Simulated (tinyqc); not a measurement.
Limits against temperature: thermal and gravitational stress in a wafer during furnace and rapid thermal processing, and the onset of slip. Computed by tinyqc, a small Python program. Command: `OMP_NUM_THREADS=1 python tinyqc.py 3030780 3030781 out.jsonl slip walk`. One thread of a shared host (Intel(R) Xeon(R) Processor @ 2.30GHz), about 0.01 s of CPU time with the checks.

A thin free disc in plane stress, isotropic; T(r) = T_centre + dT (r/R)^n with n = 2. Stress is positive in tension; sigma_SB = 5.670374419e-8 W/(m^2 K^4), g = 9.80665 m/s^2.

Inputs (values chosen for the exercise, modelled on silicon):

| quantity | value | unit |
|---|---|---|
| wafer radius R | 75 | mm |
| thickness t | 675 | micrometre |
| Young's modulus E | 158 | GPa |
| expansion alpha | 4.48 | 1e-6/K |
| prefactor A of the critical stress | 0.00031 | MPa |
| energy U of the critical stress | 1.06 | eV |
| density rho | 2330 | kg/m^3 |
| heat capacity c | 918 | J/(kg K) |
| conductivity k | 24.6 | W/(m K) |
| wafer spacing s | 9.2 | mm |

Constants: k_B = 8.617333262e-05 eV/K.

Method. Critical resolved stress tau_c = A exp(U/(k_B T)), a form chosen for the exercise; slip when 0.492799 |s_tt(R)| > tau_c; allowed |dT| = tau_c (n + 2)/(0.492799 n alpha E). In a stack heated from the rim, heat flows inward by conduction and by radiation between wafers: k_eff = k + (16/3) sigma_SB T^3 s^2/t (a diffusion estimate with the spacing as path length). A steady ramp gives the parabolic lag dT = rho c (ramp) R^2/(4 k_eff); the allowed ramp uses n = 2.

For the parabolic profile:

| T (K) | tau_c (MPa) | allowed \|dT\| (K) | k_eff (W/(m K)) | allowed ramp (K/min) |
|---|---|---|---|---|
| 1050 | 37.944 | 217.55 | 68.50 | 297.26 |
| 1125 | 17.376 | 99.63 | 78.59 | 156.19 |
| 1200 | 8.773 | 50.30 | 90.13 | 90.44 |
| 1275 | 4.801 | 27.52 | 103.20 | 56.66 |
| 1350 | 2.809 | 16.10 | 117.90 | 37.87 |
| 1425 | 1.739 | 9.97 | 134.33 | 26.71 |
| 1500 | 1.129 | 6.47 | 152.58 | 19.71 |

From 1050 to 1500 K the allowed difference falls 34 times and the allowed ramp 15 times; radiation, which grows as T^3, gives back a factor 2.23. Ramps must slow as the wafer gets hotter.
